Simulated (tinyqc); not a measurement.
What moves the results: defect-molecule model of a vacancy with Jahn-Teller distortion. A value that a table varies takes the place of the one given here.

Four dangling hybrids a, b, c, d point into the vacancy: H_ii = E0, and -gm between any two. A tetragonal distortion Q pairs a with b and c with d: those two couplings become -gm - I Q and the other four -gm + I Q/2, at an elastic cost k Q^2/2. The a1 level holds two electrons; charge states 2+, + and 0 put n = 0, 1, 2 more into the lowest level of t2 origin. Energy from the 2+ state at Q = 0, with the Fermi level mu counted from Ev: W_n(Q) = n (et - 2 I Q) + k Q^2/2 + Uc n (n - 1)/2 - n mu. et = E0 + gm is the undistorted t2 level.

Constants: kB = 8.617333262e-05 eV/K.

Values chosen for the exercise (of the size used for the vacancy in silicon; not measured data): E0 = -0.19 eV (level of a dangling hybrid, from Ev); gm = 0.38 eV (coupling between two dangling hybrids); I = 0.95 eV/angstrom (Jahn-Teller coupling); k = 18.1 eV/angstrom^2 (force constant of the mode); Uc = 0.21 eV (repulsion of two electrons in one orbital); T = 150 K (temperature); mu1 = -0.02 eV (first Fermi level).

## Occupation against the Fermi level

Weights g_n exp(-W_n/kT) with W_n = n et - n^2 E_JT + Uc n (n - 1)/2 - n mu, E_JT = 2 I^2/k, degeneracies 1, 6 (spin and three axes) and 3; mu = mu1 + 0.03 j eV.

Shares:
```
mu (eV),2+,+,0,mean charge
-0.02,0.9988,0.0012,0.0000,1.9988
0.01,0.9881,0.0119,0.0000,1.9881
0.04,0.8902,0.1093,0.0005,1.8898
0.07,0.4334,0.5417,0.0249,1.4084
0.10,0.0508,0.6462,0.3030,0.7477
0.13,0.0013,0.1729,0.8258,0.1756
0.16,0.0000,0.0201,0.9798,0.0202
0.19,0.0000,0.0020,0.9980,0.0020
0.22,0.0000,0.0002,0.9998,0.0002
```

U_eff = Uc - 2 E_JT = +0.011 eV and kT = 12.9 meV (the vacancy in silicon is known as negative-U; these values are not). The + state reaches at most 64.6 % on these rows, at mu = 0.10 eV. The mean charge goes from 2.00 to 0.00. Rows with mu < 0 lie in the valence band and are formal.

## When U turns negative

The force constant is varied. E_JT = 2 I^2/k, E(2+/+) = et - E_JT, E(+/0) = et - 3 E_JT + Uc, U_eff = Uc - 2 E_JT.

Against k:
```
k (eV/angstrom^2),E_JT (eV),(2+/+) (eV),(+/0) (eV),U_eff (eV),Q of the neutral state (angstrom)
8,0.2256,-0.0356,-0.2769,-0.2412,0.4750
12,0.1504,0.0396,-0.0512,-0.0908,0.3167
16,0.1128,0.0772,0.0616,-0.0156,0.2375
24,0.0752,0.1148,0.1744,0.0596,0.1583
32,0.0564,0.1336,0.2308,0.0972,0.1187
48,0.0376,0.1524,0.2872,0.1348,0.0792
64,0.0282,0.1618,0.3154,0.1536,0.0594
96,0.0188,0.1712,0.3436,0.1724,0.0396
```

k at which U_eff = 0 = 17.19 eV/angstrom^2

Levels below 0 lie in the valence band. U_eff is negative for k below 4 I^2/Uc = 17.2: 3 of the 8 rows. The gain grows as n^2, so the second electron wins 3 E_JT where the first wins E_JT. For a stiff lattice the levels tend to et = 0.190 and et + Uc = 0.400 eV.

## What each parameter does

E_JT = 2 I^2/k, E(2+/+) = et - E_JT, E(+/0) = et - 3 E_JT + Uc, U_eff = E(+/0) - E(2+/+); a1 level E0 - 3 gm. Each row changes one parameter from the base and keeps the others.

Results:
```
case,(2+/+) (eV),(+/0) (eV),U_eff (eV),a1 (eV)
base,0.0903,0.1008,0.0106,-1.3300
E0 = -0.14 eV,0.1403,0.1508,0.0106,-1.2800
gm = 0.42 eV,0.1303,0.1408,0.0106,-1.4500
I = 1.045 eV/angstrom,0.0693,0.0380,-0.0313,-1.3300
k = 19.91 eV/angstrom^2,0.0993,0.1280,0.0287,-1.3300
Uc = 0.27 eV,0.0903,0.1608,0.0706,-1.3300
```

The largest shifts from the base row, up to three for each result and ties (the steps differ in size, so this ranks the rows, not the parameters). (2+/+) (eV): E0 +0.0500, gm +0.0400, I -0.0209; unchanged at the printed digits by Uc. (+/0) (eV): I -0.0628, Uc +0.0600, E0 +0.0500. U_eff (eV): Uc +0.0600, I -0.0419, k +0.0181; unchanged at the printed digits by E0 and gm. a1 (eV): gm -0.1200, E0 +0.0500; unchanged at the printed digits by I, k and Uc. E0 and gm move both levels alike, so U_eff depends on I, k and Uc alone.

Run: tinyqc, `OMP_NUM_THREADS=1 python tinyqc.py 1482830 1482831 out.jsonl`; Intel(R) Xeon(R) Processor @ 2.30GHz, one thread, shared host; about 0.01 s of CPU time with all checks.
